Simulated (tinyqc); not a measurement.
Surface Green function of a square-lattice strip three rows wide, Sancho-Rubio decimation: two steps of the calculation.

A semi-infinite lead of cells 0, 1, 2, ... with H0 inside a cell and H1 = <cell i|H|cell i + 1>. A cell is one column of three sites. z = E + i eta.

Inputs (values chosen for the exercise):
```
symbol,value,unit,meaning
E,-0.93,eV,energy
eta,0.0001,eV,broadening
```

Question 1. Decimation. Start with e_s = e = H0, a = H1, b = H1^dagger. Each round: g = (z - e)^(-1); e_s <- e_s + a g b; e <- e + a g b + b g a; a <- a g a; b <- b g b (all with the old a, b). Round k joins cells 2^k apart.

e_s after round 1 (eV):
```
                      1                     2                      3
1  1.0679096-0.0011548i  1.4189352-0.0008622i   2.0808397-0.0005628i
2  1.4189352-0.0008622i  1.6008200-0.0007770i   0.4190512-0.0005918i
3  2.0808397-0.0005628i  0.4190512-0.0005918i  -0.2242352-0.0005755i
```

e after round 1 (eV):
```
                      1                     2                      3
1  2.6258192-0.0023097i  3.6078704-0.0017245i   4.1616794-0.0011255i
2  3.6078704-0.0017245i  2.8516400-0.0015540i   1.6081024-0.0011836i
3  4.1616794-0.0011255i  1.6081024-0.0011836i  -0.3284704-0.0011509i
```

a after round 1 (eV):
```
                      1                     2                      3
1  1.5579096-0.0011548i  2.1889352-0.0008622i   2.0808397-0.0005628i
2  2.1889352-0.0008622i  1.2508200-0.0007770i   1.1890512-0.0005918i
3  2.0808397-0.0005628i  1.1890512-0.0005918i  -0.1042352-0.0005755i
```

b after round 1 (eV):
```
                      1                     2                      3
1  1.5579096-0.0011548i  2.1889352-0.0008622i   2.0808397-0.0005628i
2  2.1889352-0.0008622i  1.2508200-0.0007770i   1.1890512-0.0005918i
3  2.0808397-0.0005628i  1.1890512-0.0005918i  -0.1042352-0.0005755i
```

Find: g; e_s after round 2; e after round 2; a after round 2; b after round 2.

Answer 1.

g (1/eV):
```
                 1                2                3
1  -0.0119-0.0001i   0.1730+0.0000i  -0.3801+0.0000i
2   0.1730+0.0000i  -0.5807-0.0001i   0.3556+0.0000i
3  -0.3801+0.0000i   0.3556+0.0000i   0.0165-0.0001i
```

e_s after round 2 (eV):
```
                1               2                3
1  0.2830-0.0006i  0.4110-0.0004i   0.8504-0.0003i
2  0.4110-0.0004i  0.6851-0.0004i   0.0023-0.0003i
3  0.8504-0.0003i  0.0023-0.0003i  -0.1639-0.0003i
```

e after round 2 (eV):
```
              1             2              3
1  1.056-0.001i  1.592-0.001i   1.701-0.001i
2  1.592-0.001i  1.020-0.001i   0.775-0.001i
3  1.701-0.001i  0.775-0.001i  -0.208-0.001i
```

a after round 2 (eV):
```
               1              2              3
1  -0.785+0.001i  -1.008+0.000i  -1.230+0.000i
2  -1.008+0.000i  -0.916+0.000i  -0.417+0.000i
3  -1.230+0.000i  -0.417+0.000i   0.060+0.000i
```

b after round 2 (eV):
```
               1              2              3
1  -0.785+0.001i  -1.008+0.000i  -1.230+0.000i
2  -1.008+0.000i  -0.916+0.000i  -0.417+0.000i
3  -1.230+0.000i  -0.417+0.000i   0.060+0.000i
```

Question 2. Self-energy, Dyson check and densities of states. Sigma = H1 g_s H1^dagger is what the lead adds to one more cell, and (z - H0 - Sigma)^(-1) must give g_s back. Densities of states: -Im of the diagonals over pi.

H0 (eV):
```
       1      2      3
1  -0.49  -0.77      0
2  -0.77   0.35  -0.77
3      0  -0.77  -0.12
```

H1 (eV):
```
    1   2   3
1  -1   0   0
2   0  -1   0
3   0   0  -1
```

converged surface Green function g_s (1/eV):
```
                         1                        2                        3
1  -0.17656101-0.83942383i   0.29147287-0.29844155i   0.05590300+0.15280953i
2   0.29147287-0.29844155i  -0.43862841-0.36104170i   0.26461039-0.37186951i
3   0.05590300+0.15280953i   0.26461039-0.37186951i  -0.33301598-0.74083651i
```

converged bulk Green function (1/eV):
```
                       1                      2                      3
1  -0.2164161-0.4438662i   0.4659807-0.1455917i  -0.2785791+0.1006428i
2   0.4659807-0.1455917i  -1.0033377-0.1843960i   0.5998434-0.1939526i
3  -0.2785791+0.1006428i   0.5998434-0.1939526i  -0.3586205-0.4034255i
```

Find: Sigma; (z - H0 - Sigma)^(-1); surface density of states; bulk density of states.

Answer 2.

Sigma (eV):
```
                   1                  2                  3
1  -0.17656-0.83942i   0.29147-0.29844i   0.05590+0.15281i
2   0.29147-0.29844i  -0.43863-0.36104i   0.26461-0.37187i
3   0.05590+0.15281i   0.26461-0.37187i  -0.33302-0.74084i
```

(z - H0 - Sigma)^(-1) (1/eV):
```
                   1                  2                  3
1  -0.17656-0.83942i   0.29147-0.29844i   0.05590+0.15281i
2   0.29147-0.29844i  -0.43863-0.36104i   0.26461-0.37187i
3   0.05590+0.15281i   0.26461-0.37187i  -0.33302-0.74084i
```

```
orbital  surface density of states (1/eV)  bulk density of states (1/eV)
1                                 0.26720                        0.14129
2                                 0.11492                        0.05870
3                                 0.23582                        0.12841
```

Computed by the program tinyqc: `OMP_NUM_THREADS=1 python tinyqc.py 2680008 2680009 out.jsonl`, one thread of a shared Intel Xeon 2.30GHz, about 0.08 s for the whole run.
